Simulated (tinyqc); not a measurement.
Monte Carlo simulation of one carrier in a uniform electric field: one step, computed by the program tinyqc. Command: `OMP_NUM_THREADS=1 python tinyqc.py 3026969 3026970 out.jsonl mcfl walk`. One thread of a shared host (Intel(R) Xeon(R) Processor @ 2.30GHz), about 2 s of CPU time with the checks.

The force e F acts along +z. Flights end at the constant total rate Gamma; the part of Gamma that the real rates do not fill is self-scattering, which leaves k unchanged. One valley, no impurities and no intervalley scattering.

Task: Flight 1. Parabolic band: E = hbar^2 k^2/(2 m), speed v = hbar k/m, states per spin, volume and energy g(E) = m k/(2 pi^2 hbar^2). Masses are multiplied by m_0 and all formulas are in SI units. Flight: t = -ln(r1)/Gamma; k_z grows by e F t/hbar; E follows from the band; dz = (E_end - E_start)/(e F). Use row 1 of the random numbers.

Inputs (values chosen for the exercise, for a model polar semiconductor): effective mass m = 0.14 m_0; lattice temperature T = 350 K; electric field F = 0.72 kV/cm.

Crystal: polar. Band: parabolic.

starting wave vector (1/nm): -0.22  0.09  0.29

Random numbers (0.02 to 0.98, from up to 60 sets tried for early real events), one row a flight:
```
       r1      r2      r3      r4
1  0.2472  0.2484  0.5744  0.6480
2  0.3668  0.4822  0.5204  0.0513
3  0.0801  0.0631  0.2100  0.1627
4  0.0422  0.3629  0.2472  0.0673
5  0.4568  0.5391  0.8923  0.9105
6  0.1020  0.2239  0.3476  0.9148
7  0.4822  0.4002  0.4735  0.8168
```

Gamma = 58.61563 1e12/s

Constants: e = 1.602176634e-19 C; hbar = 1.054571817e-34 J s; m_0 = 9.1093837015e-31 kg.

Give: flight time t; k at the end of the flight; energy at the end; displacement dz.

Result:

flight time t = 23.843 fs

k at the end of the flight (1/nm): -0.22000  0.09000  0.29261

energy at the end = 38.677 meV

displacement dz = 5.7433 nm
